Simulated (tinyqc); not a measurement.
Inside a calculation. Model: bandgap voltage reference from two bipolar transistors.

Program tinyqc, `OMP_NUM_THREADS=1 python tinyqc.py 2062145 2062146 out.jsonl`; Intel Xeon 2.30GHz, shared host, one thread, about 0.02 s. Printed values are rounded.

Two transistors of area 1 and N carry the same current I. Is(T) = Is (T/T0)^eta exp[(Vg0 q/kB)(1/T0 - 1/T)], VBE1 = Vt ln(I/Is(T)) + I rb, VBE2 = Vt ln(I/(N Is(T))) + I rb/N. The amplifier forces I R1(T) = VBE1 - VBE2 + Vos, with R(T) = R (1 + tc (T - T0)) for both resistors, and the output is Vref = VBE1 + I R2(T). Base currents and the Early effect are neglected.

Parameters, values chosen for the exercise; values of the order met in silicon bipolar transistors: reference temperature T0 = 300 K; band-gap voltage extrapolated to 0 K Vg0 = 1.168 V; temperature exponent of the saturation current eta = 3.4; saturation current of the unit transistor at T0 Is = 1.9e-17 A; area ratio of the second transistor N = 8; resistor across which the difference of VBE falls, at T0 R1 = 6.3 kohm; temperature coefficient of both resistors tc = 0 ppm/K; offset of the amplifier Vos = 0 mV; series resistance of the unit transistor rb = 0 ohm; output resistor at T0 R2 = 64.75 kohm; temperature T = 233 K.

Constants: q = 1.602176634e-19 C, kB = 1.380649e-23 J/K. Results are converted to the units shown.

## Operating point at the reference temperature

Vt = kB T/q; I = (Vt ln N + Vos)/(R1(T) - rb (1 - 1/N)). Evaluate at T = T0.

Vt = 0.0258520 V
I = 8.53297 uA
Is(T) = 1.9e-17 A
VBE1 = 0.693623 V
I R2 = 0.552510 V
Vref = 1.24613 V

## Operating point at another temperature

Vt = kB T/q; I = (Vt ln N + Vos)/(R1(T) - rb (1 - 1/N)).

Vt = 0.0200784 V
I = 6.62727 uA
Is(T) = 1.83361e-23 A
VBE1 = 0.811746 V
I R2 = 0.429116 V
Vref = 1.24086 V

From T0 to T, VBE1 changes by 118 mV and I R2 by -123 mV, which leaves -5.27 mV in Vref.

## Resistor for zero slope at T0, ideal case

With tc = 0, Vos = 0 and rb = 0 the current is proportional to T, dVBE/dT = (VBE - Vg0 - (eta - 1) Vt)/T, and Vref has zero slope at T0 when Vref = Vg0 + (eta - 1) Vt0. Find VBE1, its slope, that Vref, R2/R1 and the curvature d2Vref/dT2 = -(eta - 1) kB/(q T0).

VBE1 = 0.693623 V
dVBE/dT = -1.78807 mV/K
Vref = 1.23004 V
R2/R1 = 9.97851
curvature = -0.689387 uV/K^2
